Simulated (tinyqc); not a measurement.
Worked calculation: rigid-ion and shell models of the dielectric response of an ionic crystal. Computed by tinyqc, a small Python program that keeps every step. Command: `OMP_NUM_THREADS=1 python tinyqc.py 3011866 3011867 out.jsonl shell walk`. One thread of a shared host (Intel(R) Xeon(R) Processor @ 2.30GHz), about 0.01 s of CPU time with the checks. Intermediate numbers are printed to about 7 digits and carried at full precision; extremes and crossings named in words are read from the listed rows.

Charges +Z and -Z; 4 nearest neighbours, Madelung constant M = 1.638055, volume per ion pair Omega = 3.079201 d^3. Energy per pair U = -M Z^2 e2/d + 4 A exp(-d/rho), e2 = e^2/(4 pi eps_0). In the shell model the anion is a core of charge Y - Z and a massless shell of charge -Y, joined by the spring k; the repulsion acts on the shell. Each ion feels the Lorentz field E + (4 pi/3) P (Gaussian units).

Inputs (values chosen for the exercise, for a model crystal):
```
quantity                       value           unit
nearest-neighbour distance d    2.28       angstrom
ionic charge Z                     1              e
hardness d/rho                    10              -
cation mass                      119              u
anion mass                      79.9              u
shell charge size Y             2.73              e
core-shell spring k              130  eV/angstrom^2
cation polarisability alpha_+   0.49     angstrom^3
film thickness t                  11             nm
```

Structure: zinc blende.

Constants: e^2/(4 pi eps_0) = 14.39964548 eV angstrom; 1 eV/angstrom^3 = 160.2176634 GPa; nu for 1 eV/(angstrom^2 u) = 15.6333042 THz; 1 THz = 33.35640952 1/cm; eps_0 = 8.8541878128e-12 F/m; h x 1 THz = 4.135667696 meV.

## Equilibrium, bulk modulus and repulsive spring

Zero pressure fixes 4 A exp(-d/rho) = M Z^2 e2 rho/d^2. Then U = -(M Z^2 e2/d)(1 - rho/d), B = M Z^2 e2 (d/rho - 2)/(9 Omega d), and the spring of one sublattice against the other is R = (1/3) x (Laplacian of the repulsion summed over neighbours) = M Z^2 e2 (d/rho - 2)/(3 d^3), so R = 3 B Omega/d^2.

volume Omega = 36.49578 angstrom^3

lattice energy U = -9.310820 eV/pair

bulk modulus B = 40.37018 GPa

repulsive spring R = 5.306944 eV/angstrom^2

## Rigid ions

With C = 4 pi Z^2 e2/(3 Omega): mu lambda_TO = R - C, mu lambda_LO = R + 2 C; eps_inf = 1 and eps_s = lambda_LO/lambda_TO. lambda in eV/(angstrom^2 u) gives the wavenumber 15.6333042 x 33.35640952 x sqrt(lambda); mu is the reduced mass.

Coulomb spring C = 1.652714 eV/angstrom^2

omega_TO, rigid ions = 144.1778 1/cm

omega_LO, rigid ions = 221.3411 1/cm

eps_s, rigid ions = 2.356823

## Shell model: electronic response

Eliminating the shell gives the anion polarisability alpha_- = Y^2 e2/(k + R), the Szigeti charge Z_S = Z - Y R/(k + R) and the softened spring R' = k R/(k + R). With b = 4 pi (alpha_+ + alpha_-)/(3 Omega): eps_inf = (1 + 2b)/(1 - b) (Clausius-Mossotti); Born charge Z* = Z_S (eps_inf + 2)/3.

anion polarisability alpha_- = 0.7931531 angstrom^3

Szigeti charge Z_S = 0.8929253 e

softened spring R' = 5.098797 eV/angstrom^2

b = 0.1472734

eps_inf = 1.518127

Born charge Z* = 1.047141 e

Overlap pushes the shell back and lowers the effective charge to 89 % of Z; the local field then raises the Born charge to 105 % of Z.

## Shell model: lattice response

mu lambda_TO = R' - (4 pi e2/(3 Omega)) Z_S^2/(1 - b); mu lambda_LO = mu lambda_TO + 4 pi e2 Z*^2/(eps_inf Omega); eps_s = eps_inf lambda_LO/lambda_TO.

mu lambda_TO = 3.553478 eV/angstrom^2

omega_TO = 142.1764 1/cm

omega_LO = 201.4587 1/cm

eps_s = 3.048072

share of R' left after the dipole term = 0.6969248

The dipole field cancels 30 % of the short-range spring.

## As a gate dielectric

Capacitance per area eps_0 eps_s/t; equivalent oxide thickness EOT = t x 3.9/eps_s; the surface optical mode against silicon (eps = 11.7) lies at omega_TO sqrt[(eps_s + 11.7)/(eps_inf + 11.7)], and its squared coupling to channel electrons scales as g = hbar omega_SO [1/(11.7 + eps_inf) - 1/(11.7 + eps_s)], with hbar omega = h c x wavenumber.

capacitance per area = 2.453473 fF/micrometre^2

equivalent oxide thickness = 14.07447 nm

surface optical mode = 150.1793 1/cm

remote-phonon coupling g = 0.1461327 meV

## From rigid to soft shells

The formulas are those given above.

Response against the core-shell spring:
```
k (eV/angstrom^2)   eps_inf        Z_S        Z*  omega_TO (1/cm)  omega_LO (1/cm)     eps_s
100                1.628479  0.8624216  1.043093         142.1616         197.6219  3.146932
130                1.518127  0.8929253  1.047141         142.1764         201.4587  3.048072
170                1.434467  0.9173566  1.050211         142.1875         204.7033  2.973153
230                1.365440  0.9384295  1.052743         142.1967         207.6352  2.911355
340                1.303640  0.9580433  1.055010         142.2050         210.4836  2.856040
520                1.259763  0.9724200  1.056620         142.2109         212.6495  2.816776
1000               1.220584  0.9855885  1.058057         142.2161         214.6948  2.781721
3900               1.189432  0.9962902  1.059200         142.2202         216.4023  2.753852
```

From the stiffest to the softest shell eps_inf rises from 1.19 to 1.63 and Z_S falls from 1.00 to 0.86; omega_LO moves by -9 % and omega_TO by 0.0 %. Screening by eps_inf cuts the LO frequency, which rigid ions overstate (rigid ions: 221 per cm); eps_s goes from 2.75 to 3.15.

Checks made by the program: TO spring by direct elimination of the shell from the 2 x 2 energy matrix (relative difference below 1e-10); Szigeti's relation mu lambda_TO (eps_s + 2)/(eps_inf + 2) = R' (relative difference below 1e-10).
